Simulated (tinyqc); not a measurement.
Changing the substrate thickness t_S: elastic strain and critical thickness of a cubic alloy layer A(1-x)B(x) on a thick substrate. Computed by tinyqc, a small Python program. Command: `OMP_NUM_THREADS=1 python tinyqc.py 3016508 3016509 out.jsonl misfit sweep`. One thread of a shared host (Intel(R) Xeon(R) Processor @ 2.30GHz), about 0.01 s of CPU time with the checks.

Strain is positive in tension. The layer is coherent with the substrate unless said otherwise.

Inputs (values chosen for the exercise, for a model alloy):

| quantity | value | unit |
|---|---|---|
| fraction x of B | 0.73 | - |
| lattice constant a_A | 5.431 | angstrom |
| lattice constant a_B | 5.658 | angstrom |
| substrate lattice constant a_S | 5.434 | angstrom |
| layer thickness h | 11 | nm |
| biaxial modulus of the substrate M_S | 180 | GPa |
| wafer diameter W | 200 | mm |

Growth plane: (001).

C11, C12, C44 of A (GPa): 154.6  59.48  80.86

C11, C12, C44 of B (GPa): 142.8  52.69  64.83

Method:
- a = (1 - x) a_A + x a_B, the same rule for each C_ij; misfit f = (a_S - a)/a, the in-plane strain of the coherent layer.
- (001): D = 2 C12/C11, M = C11 + C12 - 2 C12^2/C11. The free surface carries no normal stress, so e_perp = -D f; dV/V = 2 f + e_perp; stress = M f; energy per area = M f^2 h (1 GPa nm = 1 J/m^2).
- Stoney: curvature = 6 |stress| h/(M_S t_S^2); radius = 1/curvature; bow = curvature W^2/8.

One run for each value:

| substrate thickness t_S (micrometre) | curvature (1/m) | radius of curvature (m) | bow (micrometre) |
|---|---|---|---|
| 100 | 0.1703 | 5.9 | 851.6 |
| 150 | 0.0757 | 13.2 | 378.5 |
| 220 | 0.0352 | 28.4 | 176.0 |
| 320 | 0.0166 | 60.1 | 83.2 |
| 460 | 0.0080 | 124.2 | 40.2 |
| 680 | 0.0037 | 271.5 | 18.4 |
| 1000 | 0.0017 | 587.1 | 8.5 |

What does the table show, and why?

Over the rows, curvature (1/m) falls from 0.170 to 0.00170 (exponent d ln y / d ln x about -2.0 throughout); radius of curvature (m) rises from 5.87 to 587 (exponent d ln y / d ln x about 2.0 throughout); bow (micrometre) falls from 852 to 8.52 (exponent d ln y / d ln x about -2.0 throughout). The exponent of curvature stays at -2: the bending stiffness grows as t^3 and the lever arm as t.

Caution (all rows): above about 2 % misfit, linear elasticity is rough and compressed layers tend to form islands before dislocations. Caution (all rows): the curvature assumes a coherent layer, but h exceeds h_c. Caution (rows 100, 150, 220, 320): a bow above a fifth of the wafer thickness is beyond Stoney's small-deflection limit.
